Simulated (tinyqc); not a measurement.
Weakening the contact bond: metal-induced gap states at the contact of a metal chain and a two-band chain.

The semiconductor alternates sites A at -Eg/2 and C at +Eg/2 with hopping -t; the gap runs from -Eg/2 to Eg/2. In the gap cosh(q a) = 1 + (Eg^2/4 - E^2)/(2 t^2) and the amplitude changes by -exp(-q a) a period. The metal has site energy 0 and hopping -tm; its end site has g_m = (E - i sqrt(4 tm^2 - E^2))/(2 tm^2). Sites 1, 2, ... count into the semiconductor, with energies e1, e2 alternating. The clean half chain has g1 = 1/(E - e1 - t^2 g2), g2 = 1/(E - e2 - t^2 g1), decaying root. With the contact G11 = 1/(1/g1 - tc^2 g_m), and the density on site j is -Im G_jj/pi = |psi_j/psi_1|^2 (-Im G11/pi), per spin, with psi_2/psi_1 = -t g2, psi_3/psi_2 = -t g1.

Constants: e^2/(4 pi eps0) = 14.39964547 eV angstrom.

Parameters, chosen for this exercise (gap and optical dielectric constant near those of Ge; the chain itself is a model; the results hold for these values, not for the real material): Eg = 0.67 eV (gap); t = 2.79 eV (hopping in the semiconductor); tm = 2.82 eV (hopping in the metal); end = A (site that touches the metal); a = 4 angstrom (period (two sites); one chain for each area a^2); eps = 15.5 (dielectric constant); E = -0.04 eV (energy from mid-gap).

At the given E, tc is varied, as by a thin spacer. xi = 1/(2q), N = 2 (summed density)/a^2, S = 1/(1 + 4 pi e^2 N xi/eps) with xi and eps kept.

Against tc:

| tc (eV) | D1 (1/eV) | summed density (1/eV) | S |
|---|---|---|---|
| 0.10 | 0.00016 | 0.00131 | 0.9689 |
| 0.25 | 0.00102 | 0.00819 | 0.8329 |
| 0.50 | 0.00408 | 0.03271 | 0.5551 |
| 0.80 | 0.01038 | 0.08316 | 0.3293 |
| 1.80 | 0.04427 | 0.35459 | 0.1032 |
| 2.50 | 0.05932 | 0.47514 | 0.0791 |
| 3.50 | 0.05332 | 0.42713 | 0.0872 |

Give the missing row, tc (eV) = 1.20.

Computed row:
```
tc (eV)  D1 (1/eV)  summed density (1/eV)       S
1.20       0.02264                0.18138  0.1837
```

For a weak bond the density goes as tc^2 (ratio 6.25 between 0.25 and 0.1 eV, against 6.25). It is largest at tc = 2.5 eV among these rows and falls beyond, as the first site pairs off with the metal. S is 0.969 at 0.1 eV and has its least value, 0.079, in that row.

(tinyqc, `OMP_NUM_THREADS=1 python tinyqc.py 1480490 1480491 out.jsonl`, Intel(R) Xeon(R) Processor @ 2.30GHz, 1 thread, shared host, about 0.01 s.)
